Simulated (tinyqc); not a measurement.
Worked calculation: empirical pseudopotential in a few plane waves. One step of it, computed by the program tinyqc.

Task: Bloch Hamiltonian at k. Basis: the 15 shortest G (labels in 2 pi/a), the same at every k. H(G,G') = c |k + G|^2 delta + VS(|G-G'|^2) cos((G-G').tau) + i VA sin((G-G').tau), tau = a/8 (1,1,1); 1 Ry = 13.605693 eV.

Parameters chosen for this model: fcc lattice, atoms at +/- a/8 (1,1,1); form factors in rydberg at |G|^2 in units of (2 pi/a)^2:
```
parameter                 value      unit
a                      6.020000  angstrom
VS(3)                 -0.193000        Ry
VS(8)                  0.016000        Ry
VS(11)                 0.090000        Ry
VA(3)                         0        Ry
VA(4)                         0        Ry
VA(11)                        0        Ry
hbar^2/2m (2 pi/a)^2   4.150397        eV
```

k point k (2 pi / a): -0.440000  -0.450000  0.030000

Give: H(k) at k.

Result:

H(k) at k (eV), lower triangle:
```
        +0+0+0  -1-1-1  -1-1+1  -1+1-1  -1+1+1  +1-1-1  +1-1+1  +1+1-1
+0+0+0   1.648
-1-1-1   1.857  21.238
-1-1+1  -1.857   0.000  21.736
-1+1-1  -1.857   0.000   0.218  13.767
-1+1+1  -1.857  -0.218   0.000   0.000  14.265
+1-1-1  -1.857   0.000   0.218   0.218   0.000  13.933
+1-1+1  -1.857  -0.218   0.000   0.000   0.218   0.000  14.431
+1+1-1  -1.857  -0.218   0.000   0.000   0.218   0.000   0.218   6.462
+1+1+1   1.857   0.000  -0.218  -0.218   0.000  -0.218   0.000   0.000
-2+0+0   0.000  -1.857  -1.857  -1.857   1.857   0.866  -0.866  -0.866
+0-2+0   0.000  -1.857  -1.857   0.866  -0.866  -1.857   1.857  -0.866
+0+0-2   0.000  -1.857   0.866  -1.857  -0.866  -1.857  -0.866   1.857
+0+0+2   0.000  -0.866   1.857  -0.866  -1.857  -0.866  -1.857   0.866
+0+2+0   0.000  -0.866  -0.866   1.857  -1.857  -0.866   0.866  -1.857
+2+0+0   0.000  -0.866  -0.866  -0.866   0.866   1.857  -1.857  -1.857

        +1+1+1  -2+0+0  +0-2+0  +0+0-2  +0+0+2  +0+2+0  +2+0+0
+1+1+1   6.960
-2+0+0  -0.866  25.554
+0-2+0  -0.866   0.218  25.720
+0+0-2  -0.866   0.218   0.218  17.751
+0+0+2  -1.857  -0.218  -0.218   0.000  18.747
+0+2+0  -1.857  -0.218   0.000  -0.218   0.218  10.779
+2+0+0  -1.857   0.000  -0.218  -0.218   0.218   0.218  10.945
```
